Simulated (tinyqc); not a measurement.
Rectangular fin or nanosheet with a gate all round, subbands and threshold shift from confinement: one step of the calculation.

Undoped body with a flat potential across it, hard walls, transport along x. One isotropic valley (g = 1, mx = my = mz = me). Non-parabolicity enters the subband edges through E (1 + al E) = gamma, so E = 2 gamma/(1 + sqrt(1 + 4 al gamma)); motion within a subband is taken as parabolic with the band-edge mass. Energies are counted from the bulk band edge.

Problem. Threshold shift. Each subband has N_k = g sqrt(2 mx m0 kB T/(pi hbar^2)); without degeneracy n = exp(EF/Vt) sum N_k exp(-E_k/Vt). Classical value Nc times t H, Nc = sum over valleys of 2 g (m m0 kB T/(2 pi hbar^2))^1.5 with m = (mx my mz)^(1/3). Threshold shift dVT = Vt ln(classical value/sum N_k exp(-E_k/Vt)). Use the subbands listed.

Values chosen for this exercise; masses close to those of InAs: temperature T = 300 K; mass at the band edge me = 0.0233 m0; width (along y) t = 8.4 nm; height (along z) H = 12.6 nm.

Constants: q = 1.602176634e-19 C, kB = 1.380649e-23 J/K, hbar = 1.054571817e-34 J s, m0 = 9.1093837015e-31 kg, Vt = kB T/q. Results are converted to the units shown.

```
subband    E_k (eV)  N_k (cm^-1)
1,1      0.21061172  7.0939582e5
1,2      0.33404924  7.0939582e5
2,1      0.45574452  7.0939582e5
1,3      0.49146321  7.0939582e5
2,2      0.53851371  7.0939582e5
```

Wanted: shares; sum N_k exp(-E_k/Vt); Nc; classical value; dVT.

Solution.

shares, subband 1,1 to 2,2 (%): [99.15, 0.84, 0.01, 0.00, 0.00]
sum N_k exp(-E_k/Vt) = 207.2 cm^-1
Nc = 8.925e16 cm^-3
classical value = 9.446e4 cm^-1
dVT = 158.3 mV

Range of the model: Non-parabolicity also makes carriers heavier within each subband, which is left out, so densities of states are understated at high energy.

Computed by the program tinyqc: `OMP_NUM_THREADS=1 python tinyqc.py 2350022 2350023 out.jsonl`, one thread of a shared Intel Xeon 2.30GHz, about 0.08 s for the whole run.
